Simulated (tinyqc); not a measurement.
Field-effect mobility of a thin-film transistor with band-tail and deep states (multiple trapping): one step, computed by the program tinyqc. Command: `OMP_NUM_THREADS=1 python tinyqc.py 3012286 3012287 out.jsonl tft walk`. One thread of a shared host (Intel(R) Xeon(R) Processor @ 2.30GHz), about 0.06 s of CPU time with the checks.

A thick film in accumulation at small drain voltage. Only free electrons move; trapped ones still screen the gate. N_c and mu_0 are held fixed when T changes, leaving out the T^(3/2) growth of N_c. x = E_0 - psi is the distance of the Fermi level below the band edge.

Problem. Free and trapped densities. F_j(eta) = int_0^infinity x^j/(1 + exp(x - eta)) dx, without a gamma-function factor. Integrals over x = E/(k_B T) use 160 Gauss-Legendre points in u = sqrt(x) from 0 to sqrt(max(eta, 0) + 32). Free n(x) = N_c (2/sqrt(pi)) F_1/2(-x/k_B T), with F_1/2 from its two-term series in exp(-x/k_B T) for x >= 12 k_B T; tail n_t(x) = int_0^1.2eV g_t exp(-E/E_t)/(1 + exp((x - E)/k_B T)) dE, E counted down from the edge, 120 Gauss-Legendre points; deep charge g_d psi; space charge rho(psi) = n + n_t + g_d psi less its value at psi = 0.

Inputs (values chosen for the exercise, modelled on amorphous In2O3):
```
quantity                           value         unit
effective density of states N_c  4.3e+18       1/cm^3
tail density at the edge g_t     4.3e+19  1/(eV cm^3)
tail width E_t                        17          meV
temperature T                        200            K
```

Deep states: included.

Constants: k_B = 8.617333262e-05 eV/K.

Give: Local densities at x = 0.4, 0.3, 0.2, 0.15, 0.1, 0.05, 0 and -0.05 eV.

Solution.

Local densities at x = 0.4, 0.3, 0.2, 0.15, 0.1, 0.05, 0 and -0.05 eV:
```
x (eV)  n (1/cm^3)  n_t (1/cm^3)  n/(n + n_t)
0.40     3.580e+08     1.224e+09       0.2263
0.30     1.185e+11     3.157e+11       0.2729
0.20     3.924e+13     7.238e+13       0.3515
0.15     7.139e+14     1.007e+15       0.4149
0.10     1.298e+16     1.244e+16       0.5105
0.05     2.319e+17     1.172e+17       0.6643
0.00     3.290e+18     5.054e+17       0.8668
-0.05    1.852e+19     7.115e+17       0.9630
```

E_t/k_B T = 0.99: the tail is narrower than about k_B T, so deep in the gap n_t roughly follows n, and the free share changes far less than n does.
